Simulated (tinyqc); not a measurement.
From one set of inputs to another, one input at a time: Hall factor, magnetoresistance and optical conductivity for a power-law relaxation time. Computed by tinyqc, a small Python program. Command: `OMP_NUM_THREADS=1 python tinyqc.py 3026546 3026547 out.jsonl magneto ladder`. One thread of a shared host (Intel(R) Xeon(R) Processor @ 2.30GHz), about 0.01 s of CPU time with the checks.

One spherical parabolic band, tau(E) = tau_0 x^s with x = E/(k_B T). Landau quantisation is left out.

The inputs printed are set A. Inputs not listed in the table keep their values of set A, so the rows need not describe a real material.

Inputs (values chosen for the exercise, with a mass close to that of electrons in germanium):
```
quantity,value,unit
effective mass m,0.12,m_0
exponent s,1.5,-
tau_0,260,fs
reduced Fermi level eta,-5,-
temperature T,300,K
magnetic field B,18,T
frequency f,8.6,THz
background permittivity eps_inf,6.09,-
```

Constants: m_0 = 9.1093837015e-31 kg; k_B = 1.380649e-23 J/K; hbar = 1.054571817e-34 J s; e = 1.602176634e-19 C; eps_0 = 8.8541878128e-12 F/m; c = 299792458 m/s.

Method:
- <y> = int y x^(3/2) f (1 - f) dx / int x^(3/2) f (1 - f) dx, f = 1/(1 + exp(x - eta)).
- Integrals over x = E/(k_B T) use 160 Gauss-Legendre points in u = sqrt(x) from 0 to sqrt(max(eta, 0) + 45).
- n = (2 m k_B T)^(3/2)/(3 pi^2 hbar^3) int x^(3/2) f (1 - f) dx; moments in units of tau_0.
- mu = e <tau>/m; weak field r_H = <tau^2>/<tau>^2 and MR = c (mu B)^2, c = <tau^3>/<tau>^3 - r_H^2; strong field r_H = 1 and MR = <tau> <1/tau> - 1.
- With w_c = e B/m: sigma_xx = (n e^2/m) <tau/(1 + w_c^2 tau^2)>, sigma_xy = (n e^2/m) <w_c tau^2/(1 + w_c^2 tau^2)>; r_H = (n e/B) sigma_xy/(sigma_xx^2 + sigma_xy^2); MR = sigma_0 sigma_xx/(sigma_xx^2 + sigma_xy^2) - 1, sigma_0 = n e^2 <tau>/m.
- sigma(w) = (n e^2/m) <tau/(1 - i w tau)>, w = 2 pi f; eps = eps_inf + i sigma/(eps_0 w); N = sqrt(eps); absorption coefficient 2 w Im N/c; reflectivity |(N - 1)/(N + 1)|^2; plasma frequency sqrt(n e^2/(eps_inf eps_0 m))/(2 pi).

Each row keeps all changes above it:
```
input moved,from,to,magnetoresistance MR (%),sigma_xx (S/cm),absorption coefficient (1/cm)
set A,-,-,159.0,0.0501,2.0
frequency f (THz),8.6,1.2,159.0,0.0501,90.4
magnetic field B (T),18,17,156.8,0.0555,90.4
temperature T (K),300,400,156.8,0.0854,189.4
background permittivity eps_inf,6.09,15.8,156.8,0.0854,74.0
effective mass m (m_0),0.12,0.25,127.5,0.4455,117.5
```

Which inputs carry the difference?

Magnetoresistance MR goes from 159 to 127, a factor 0.802 in all. The largest single move comes from effective mass m (a factor 0.813). sigma_xx goes from 0.0501 to 0.446, a factor 8.90 in all. The largest single move comes from effective mass m (a factor 5.21). Absorption coefficient goes from 2.05 to 117, a factor 57.3 in all. The largest single move comes from frequency f (a factor 44.1), and background permittivity eps_inf works against it (a factor 0.391). The single moves hold for this order of the switches; the total does not depend on the order.

Caution (rows set A): the photon energy exceeds the typical carrier energy, so the classical sigma(w) is only a rough guide to the absorption.

Extremes, crossings and ranges named in words are read from the listed rows.
